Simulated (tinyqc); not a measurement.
A finite superlattice with mass mismatch, transfer matrices: one step of the calculation.

One electron of energy E comes from the left lead (band edge 0); no transverse momentum. Parabolic bands, masses in units of m0, C = hbar^2/(2 m0); psi and psi'/m are continuous at every interface. N periods of a barrier d1 followed by a well Lw; the right lead equals the left one.

Task. Matrices of the layers. For the pair (psi, psi'/m) a flat layer has M = [[cos kd, (m/k) sin kd], [-(k/m) sin kd, cos kd]] with k = sqrt(m (E - U)/C) above its edge U, and M = [[cosh Kd, (m/K) sinh Kd], [(K/m) sinh Kd, cosh Kd]] with K = sqrt(m (U - E)/C) below it. M12 is in nm, M21 in 1/nm.

Values chosen for this exercise; masses and offsets of a made-up heterostructure:

| symbol | value | unit | meaning |
|---|---|---|---|
| mL | 0.18 | m0 | mass in the left lead |
| U1 | 0.75 | eV | barrier height |
| m1 | 0.31 | m0 | barrier mass |
| d1 | 0.6 | nm | barrier width |
| Lw | 3.1 | nm | well width (edge 0, mass mL) |
| E | 0.302 | eV | electron energy |

Constants: q = 1.602176634e-19 C, hbar = 1.054571817e-34 J s, m0 = 9.1093837015e-31 kg, hbar^2/(2 m0) = 0.0380998212 eV nm^2. Results are converted to the units shown.

Give: M of layer 1; M of layer 2.

Result.

M of layer 1:
```
       1       2
1  1.731  0.2294
2  8.703   1.731
```

M of layer 2:
```
         1         2
1  -0.8466  -0.08021
2    3.532   -0.8466
```

Range of the model: Masses are held fixed, although real bands cease to be parabolic a few tenths of an eV from their edges (inside a barrier too). Layers thinner than about 0.8 nm hold only a few atomic planes, where an effective mass is a rough description.

Computed by the program tinyqc: `OMP_NUM_THREADS=1 python tinyqc.py 2560128 2560129 out.jsonl`, one thread of a shared Intel Xeon 2.30GHz, about 0.01 s for the whole run.
